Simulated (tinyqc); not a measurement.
# Thermal resistances of a two-die stack

Inverse problem. Heat leaves through the lower die only, and the system is linear. Find the resistance R1 from the lower die to the coolant, R2 between the dies, and the rise of the upper die when both are powered.

Parameters, values chosen for the exercise: power of the lower die P1 = 25 W; power of the upper die P2 = 17 W.

rises of the lower and upper die with only the lower one powered (K): [15.5, 15.5]
rises of the lower and upper die with only the upper one powered (K): [10.54, 12.24]

Answer. With only the lower die powered no heat crosses R2, so both dies rise by P1 R1; the difference in the second test is P2 R2; rises add.

R1 = 0.620 K/W
R2 = 0.100 K/W
rise of the upper die = 27.7 K

Computed by the program tinyqc: `OMP_NUM_THREADS=1 python tinyqc.py 2162242 2162243 out.jsonl`, one thread of a shared Intel Xeon 2.30GHz, about 0.02 s for the whole run.
